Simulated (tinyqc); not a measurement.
Across the gap: metal-induced gap states at the contact of a metal chain and a two-band chain.

The semiconductor alternates sites A at -Eg/2 and C at +Eg/2 with hopping -t; the gap runs from -Eg/2 to Eg/2. In the gap cosh(q a) = 1 + (Eg^2/4 - E^2)/(2 t^2) and the amplitude changes by -exp(-q a) a period. The metal has site energy 0 and hopping -tm; its end site has g_m = (E - i sqrt(4 tm^2 - E^2))/(2 tm^2). Sites 1, 2, ... count into the semiconductor, with energies e1, e2 alternating. The clean half chain has g1 = 1/(E - e1 - t^2 g2), g2 = 1/(E - e2 - t^2 g1), decaying root. With the contact G11 = 1/(1/g1 - tc^2 g_m), and the density on site j is -Im G_jj/pi = |psi_j/psi_1|^2 (-Im G11/pi), per spin, with psi_2/psi_1 = -t g2, psi_3/psi_2 = -t g1.

Inputs chosen for the exercise (gap and optical dielectric constant near those of Ge; the chain itself is a model; shifted at random, so the results belong to these values and not to a real crystal):
- Eg = 0.65 eV (gap)
- t = 2.16 eV (hopping in the semiconductor)
- tm = 2.83 eV (hopping in the metal)
- tc = 1.99 eV (hopping across the contact)
- end = C (site that touches the metal)
- a = 4 angstrom (period (two sites); one chain for each area a^2)

E = f Eg. Share on C: the part of the summed density that lies on C sites, whose orbitals make the conduction edge.

Gap states:
```
f      E (eV)  xi = 1/(2q) (angstrom)  D1 (1/eV)  D2 (1/eV)  sum (1/eV)  share on C
-0.48  -0.312                   47.48     0.0019     0.0878      1.1095       0.021
-0.40  -0.260                   22.16     0.0095     0.0778      0.5283       0.108
-0.30  -0.195                   16.63     0.0197     0.0700      0.4195       0.220
-0.15  -0.098                   13.95     0.0377     0.0607      0.3947       0.383
0.00    0.000                   13.30     0.0604     0.0519      0.4324       0.538
0.15    0.098                   13.95     0.0902     0.0421      0.5302       0.682
0.30    0.195                   16.63     0.1315     0.0292      0.7515       0.819
0.40    0.260                   22.16     0.1697     0.0172      1.1318       0.908
0.48    0.312                   47.48     0.2112     0.0041      2.6646       0.981
```

How do the results move, and what explains it?

The decay length xi of the density is shortest at mid-gap, 13.30 angstrom, and grows to 47.5 near the edges. The summed density is least at f = -0.15 (0.3947) and largest at f = 0.48 (2.6646 1/eV). The share on C goes from 0.02 to 0.98 and passes one half near f = -0.036, a point that depends on which site ends the chain. The states turn from valence-like to conduction-like across the gap; the branch point, where the decay is fastest, lies at mid-gap in this symmetric chain and is the usual estimate of the neutrality level.

Computed by tinyqc, a small Python program: `OMP_NUM_THREADS=1 python tinyqc.py 1451157 1451158 out.jsonl` (the numbers bound the seed that draws the inputs); one thread of a shared host (Intel(R) Xeon(R) Processor @ 2.30GHz), about 0.01 s for the whole set of steps.
